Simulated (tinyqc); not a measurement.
# Tunnelling through a gate dielectric with the two-band (Franz) dispersion, WKB transmission and Tsu-Esaki current: several studies

Electrons leave the emitter at x = 0. Energies E (motion across the layers) are in eV from the emitter Fermi level; the collector Fermi level lies at -V and offers states at every E. No charge in the dielectric and no image force: F1 = V/t1, U = phi1 - F1 x. With C = hbar^2/(2 m0), kappa = sqrt(m u (1 - u/Egx)/C), u = U - E where U > E and 0 elsewhere; T(E) = exp(-S), S = 2 times the integral of kappa over x.

Inputs (values chosen for the exercise); dielectric values close to those of silicon dioxide:
- T = 77 K (temperature)
- Ef = 0.18 eV (Fermi energy of the emitter above its band bottom)
- me = 0.58 m0 (emitter mass in the supply function)
- phi1 = 3.06 eV (barrier of layer 1 above the emitter Fermi level at zero bias)
- m1 = 0.51 m0 (tunnelling mass of layer 1)
- t1 = 1.5 nm (thickness of layer 1)
- Egx = 9.5 eV (gap parameter of the two-band dispersion, set freely)
- V = 0.7 V (voltage across the dielectric)

Constants: q = 1.602176634e-19 C, kB = 1.380649e-23 J/K, hbar = 1.054571817e-34 J s, m0 = 9.1093837015e-31 kg, Vt = kB T/q, hbar^2/(2 m0) = 0.0380998212 eV nm^2. Results are converted to the units shown.

Each table varies one quantity; the others keep the values above.

## Two-band against parabolic dispersion

Each layer adds (2/F) sqrt(m/C) [G(u at its left edge) - G(u at its right edge)] to S, with u = U - E (0 where negative) and G(u) = Egx^1.5 (th - sin(4 th)/4)/4, th = arcsin sqrt(u/Egx). The parabolic value uses G(u) = (2/3) u^1.5.

The same in every row: S at E = 0, parabolic = 18.06.

Results:
```
Egx (eV)	S at E = 0, two-band	ratio of the two T
4.2	10.70	1562
5.8	13.16	134.3
7.4	14.36	40.30
9	15.08	19.54
10.5	15.54	12.34
13.7	16.17	6.622
15.3	16.37	5.378
```

Estimate the missing row, Egx = 12.1 eV.

Computed row:
```
Egx (eV)	S at E = 0, two-band	ratio of the two T
12.1	15.90	8.648
```

With this row back in the table: S rises from 10.7 to 16.4 towards the parabolic 18.1. The factor 1 - u/Egx lowers kappa, so T exceeds the parabolic value by a factor of 1560 in the first row and 5.38 in the last.

## Effect of the thickness t1 at fixed voltage

J = J0 times the integral of T(E) N(E) dE, N = ln[(1 + exp(-E/Vt))/(1 + exp((-E - V)/Vt))], J0 = q^2 me m0 kB T/(2 pi^2 hbar^3) (times 1e-4 for A/cm^2 per eV), from E = -Ef to far above the barrier (T = 1 there), by quadrature converged to the digits shown.

Results:
```
t1 (nm)	S at E = 0	T(E = 0)	J (A/cm^2)	mean E of the current (eV)
0.9	9.153	1.059e-4	1.440e4	-0.1177
1.13	11.49	1.021e-5	1348	-0.1172
1.36	13.83	9.845e-7	126.2	-0.1167
1.59	16.17	9.492e-8	11.82	-0.1163
1.81	18.41	1.013e-8	1.227	-0.1158
2.04	20.75	9.768e-10	0.1150	-0.1153
2.5	25.42	9.081e-12	0.001009	-0.1144
```

Estimate the missing row, t1 = 2.27 nm.

Computed row:
```
t1 (nm)	S at E = 0	T(E = 0)	J (A/cm^2)	mean E of the current (eV)
2.27	23.09	9.418e-11	0.01077	-0.1148
```

With this row back in the table: J falls from 14400 to 0.00101 A/cm^2: 4.47 decades a nanometre between the first two rows and 4.47 between the last two. The exponent S alone gives dS/dt/ln 10 = 4.42 and 4.42.

## Effect of the tunnelling mass m1

Same model as above.

Effect of the tunnelling mass m1:
```
m1 (m0)	S at E = 0	T(E = 0)	J (A/cm^2)	mean E of the current (eV)
0.12	7.400	6.114e-4	8.500e4	-0.1180
0.15	8.273	2.553e-4	3.510e4	-0.1178
0.2	9.553	7.099e-5	9605	-0.1176
0.25	10.68	2.299e-5	3066	-0.1174
0.31	11.89	6.835e-6	898.1	-0.1171
0.4	13.51	1.357e-6	174.8	-0.1168
0.5	15.10	2.755e-7	34.77	-0.1165
0.63	16.95	4.331e-8	5.342	-0.1161
```

J falls from 85000 to 5.34 A/cm^2. S goes as m1^(0.50): kappa is proportional to the square root of the mass.

tinyqc, about 0.02 s, one thread, Intel Xeon 2.30GHz (shared host): `OMP_NUM_THREADS=1 python tinyqc.py 2540096 2540097 out.jsonl`
